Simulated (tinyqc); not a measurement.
Threshold-voltage variability of a planar MOSFET, analytic estimates: one step of the calculation.

Three independent sources add in quadrature: random dopants in the depleted layer, metal-gate grains of two orientations, and roughness of the two gate edges acting through the roll-off VT = VT(long) - Vr exp(-L/l). These are first-order estimates: no three-dimensional electrostatics, no percolation.

Task. Margin in standard deviations for the wanted yield. Cells fail independently with probability Q(k) = erfc(k/sqrt(2))/2 when the margin is k standard deviations, and Y = exp(-Nb Q(k)). phi = exp(-k^2/2)/sqrt(2 pi). Newton steps on ln Q(k) = ln(-ln(Y)/Nb): k(new) = k + [ln Q - ln(-ln(Y)/Nb)] Q/phi.

Parameters, values chosen for the exercise:
- Nb = 1048576 (number of cells)
- Y = 0.99 (wanted yield)

k at the start = 2

Wanted: Q(k); phi; k after iteration 1.

Result.

Q(k) = 0.022750
phi = 0.053991
k after iteration 1 = 8.1857

Numbers from tinyqc (`OMP_NUM_THREADS=1 python tinyqc.py 2090117 2090118 out.jsonl`; about 0.01 s on one thread of a shared Intel Xeon 2.30GHz).
